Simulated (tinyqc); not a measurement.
Course in time: spin coating of a resist or spin-on film: centrifugal thinning, evaporation and the final thickness (Emslie and Meyerhofer models). Computed by tinyqc, a small Python program. Command: `OMP_NUM_THREADS=1 python tinyqc.py 3112748 3112749 out.jsonl spincoat walk`. One thread of a shared host (Intel(R) Xeon(R) Processor @ 2.30GHz), about 0.09 s of CPU time with the checks.

A Newtonian film stays uniform over the wafer; solvent and solids have the same density and the concentration is uniform through the thickness.

Inputs (values chosen for the exercise, of the order of those of a polymer resist in an ester solvent):
```
quantity                                 value          unit
solids volume fraction c0                0.089             -
kinematic viscosity of the solvent nu_s   0.81        mm^2/s
viscosity constant k                      1500        mm^2/s
viscosity exponent gamma                     3             -
spin speed f                              1500           rpm
evaporation rate at 1000 rpm e0           0.26  micrometre/s
starting thickness h0                      600    micrometre
wafer radius R                             100            mm
shrinkage in the bake                        3             %
```

Method:
- omega = 2 pi f/60; nu(c) = nu_s + k c^gamma; evaporation rate e = e0 sqrt(f/1000 rpm).
- Flow constant K = 2 omega^2/(3 nu(c0)); Reynolds number of the air omega R^2/nu_air with nu_air = 15 mm^2/s.
- Meyerhofer estimate: flow rules until (1 - c0) K h^3 = e, then evaporation alone: h_w = (e/((1 - c0) K))^(1/3), dry film c0 h_w.
- Full model for solids s and liquid l per area, h = s + l, c = s/h: ds/dt = -c Q, dl/dt = -(1 - c) Q - e, Q = 2 omega^2 h^3/(3 nu(c)); integrated adaptively (relative tolerance 1e-9) until l = 0.
- Dry film = s at l = 0, before the bake; film after the bake = s x (1 - shrinkage).
- Times are fractions of the time to dry.

omega = 157.080 1/s

evaporation rate e = 0.318434 micrometre/s

dry film = 350.125 nm

dry film, estimate = 303.569 nm

History:
```
fraction   t (s)  h (micrometre)        c  nu (mm^2/s)         Q/e  s (nm)
0.003      0.039          38.295  0.08902         1.87  1.5529e+03  3409.0
0.010      0.128          20.999  0.08912         1.87  2.5557e+02  1871.3
0.030      0.385          12.111  0.08960         1.89  4.8580e+01  1085.2
0.100      1.285           6.573  0.09275         2.01  7.3098e+00   609.6
0.200      2.570           4.543  0.10015         2.32  2.0915e+00   455.0
0.350      4.497           3.239  0.11780         3.26  5.3837e-01   381.6
0.500      6.424           2.443  0.14663         5.54  1.3605e-01   358.3
0.700      8.994           1.580  0.22201        17.22  1.1835e-02   350.8
0.900     11.564           0.759  0.46114       147.90  1.5288e-04   350.1
```

What follows from these numbers?

Q/e drops below 1 between t = 2.6 and 4.5 s, when c has risen from 0.089 to about 0.118; after that row the solids fall by a further 8 %. The full model gives 1.15 times the two-stage estimate.
